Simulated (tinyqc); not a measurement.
Debye-Callaway model of lattice thermal conductivity. From one set of inputs to another, one input at a time. Computed by tinyqc, a small Python program. Command: `OMP_NUM_THREADS=1 python tinyqc.py 3020980 3020981 out.jsonl callaway ladder`. One thread of a shared host (Intel(R) Xeon(R) Processor @ 2.30GHz), about 0.06 s of CPU time with the checks.

Three acoustic branches with one velocity v, cut at omega_D = k_B Theta/hbar; x = hbar omega/(k_B T). v and Theta are separate inputs: Theta cuts off the heat-carrying modes, so C need not reach 3 k_B/V. gamma is an effective value that sets the umklapp rate. Heat flows along the film.

The inputs printed are set A. Set A is modelled on silicon; the values taken over come from a set modelled on indium phosphide. Inputs not listed in the table keep their values of set A, so the rows need not describe a real material.

Inputs (values chosen for the exercise, modelled on silicon):
```
quantity,value,unit
sound velocity v,6580,m/s
Debye temperature Theta,663,K
volume per atom V,20,angstrom^3
mean atomic mass M,28.09,u
effective Grueneisen parameter gamma,2.15,-
umklapp exponent divisor b,3,-
alloy fraction f,0.044,-
mass difference Delta M,19.6,u
film thickness t,0.87,micrometre
specularity p,0.6,-
normal-process factor f_N,3.3,-
temperature T,300,K
```

Sample: film. Point defects: alloy. Normal processes: included.

Constants: k_B = 1.380649e-23 J/K; hbar = 1.054571817e-34 J s; u = 1.6605390666e-27 kg.

Method:
- For a random alloy on all sites Gamma = f (1 - f) (Delta M/M)^2, with M the mean mass; strain-field scattering is left out. A = V Gamma/(4 pi v^3).
- Rates: point defects A omega^4; umklapp B omega^2 T exp(-Theta/(b T)) with B = hbar gamma^2/(M v^2 Theta); normal processes f_N B omega^2 T (T/Theta)^2. Film: the bulk time tau of each mode, from the resistive rates above, is multiplied by the Fuchs-Sondheimer factor F = (3/2) int_0^1 (1 - u^2) [1 - (1 - p) (u/d) (1 - E)/(1 - p E)] du, with E = exp(-d/u), d = t/(v tau), by 48 Gauss-Legendre points in z with u = z^4; the boundary rate is defined as 1/(F tau) - 1/tau.
- kappa_1 = c int tau_C g dx, g = x^4 e^x/(e^x - 1)^2, c = (k_B/(2 pi^2 v)) (k_B T/hbar)^3, over 0 < x < min(Theta/T, 40), by 96 Gauss-Legendre points in s with x = x_max s^2; 1/tau_C = 1/tau_R + 1/tau_N; kappa_2 = c [int (tau_C/tau_N) g dx]^2 / int (tau_C/(tau_N tau_R)) g dx; kappa = kappa_1 + kappa_2.
- Heat capacity C = 3 c int g dx / v^2; grey free path 3 kappa/(C v); the median free path v tau_C halves kappa_1 when the quadrature points are ordered by free path (each counted at half its weight, interpolated in the logarithm); likewise at 10 % and 90 %.

Each row keeps all changes above it:
```
input moved,from,to,kappa (W/(m K)),heat capacity C (J/(m^3 K)),median free path (nm)
set A,-,-,29.67,1.273e+06,57.92
sound velocity v (m/s),6580,3490,12.89,8.531e+06,14.27
film thickness t (micrometre),0.87,0.091,11.66,8.531e+06,10.21
mean atomic mass M (u),28.09,72.9,43.09,8.531e+06,15.99
temperature T (K),300,600,19.57,1.013e+07,2.07
normal-process factor f_N,3.3,0.72,29.19,1.013e+07,5.93
mass difference Delta M (u),19.6,29.6,21.12,1.013e+07,7.36
volume per atom V (angstrom^3),20,25.3,19.11,1.013e+07,7.93
```

Kappa goes from 29.7 to 19.1, a factor 0.644 in all. The largest single move comes from mean atomic mass M (a factor 3.70), but it runs against the net change; the largest move in the direction of the net change is sound velocity v (a factor 0.435). Heat capacity C goes from 1.27e6 to 1.01e7, a factor 7.96 in all. The largest single move comes from sound velocity v (a factor 6.70). Median free path goes from 57.9 to 7.93, a factor 0.137 in all. The largest single move comes from temperature T (a factor 0.129), and normal-process factor f_N works against it (a factor 2.87). The single moves hold for this order of the switches; the total does not depend on the order.

Extremes, crossings and ranges named in words are read from the listed rows.
